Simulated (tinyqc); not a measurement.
A finite superlattice with mass mismatch, transfer matrices: one step of the calculation.

One electron of energy E comes from the left lead (band edge 0); no transverse momentum. Parabolic bands, masses in units of m0, C = hbar^2/(2 m0); psi and psi'/m are continuous at every interface. N periods of a barrier d1 followed by a well Lw; the right lead equals the left one.

Question. N periods by the Chebyshev identity. x = (M11 + M22)/2 of one period. For |x| < 1 the energy lies in a miniband and cos(th) = x; for |x| > 1 it lies in a gap and cosh(g) = |x|. M^N = U_(N-1)(x) M - U_(N-2)(x) 1, with U_n = sin((n + 1) th)/sin th in a band and sign(x)^n sinh((n + 1) g)/sinh g in a gap.

Inputs (values chosen for the exercise):
```
symbol,value,unit,meaning
N,4,,number of periods
```

M of one period:

|  | 1 | 2 |
|---|---|---|
| 1 | -0.96446823 | -0.027921037 |
| 2 | -1.6542594 | -1.0847310 |

Find: x; g; U_(N-1); U_(N-2); M^N.

Answer.

x = -1.025
g = 0.2214
U_(N-1) = -4.507
U_(N-2) = 3.199

M^N:

|  | 1 | 2 |
|---|---|---|
| 1 | 1.147 | 0.1258 |
| 2 | 7.455 | 1.689 |

The energy lies in a gap: for large N each further period divides T(E) by exp(2 g) = 1.56.

Range of the model: Masses are held fixed, although real bands cease to be parabolic a few tenths of an eV from their edges (inside a barrier too).

Program tinyqc, `OMP_NUM_THREADS=1 python tinyqc.py 2560016 2560017 out.jsonl`; Intel Xeon 2.30GHz, shared host, one thread, about 0.01 s.
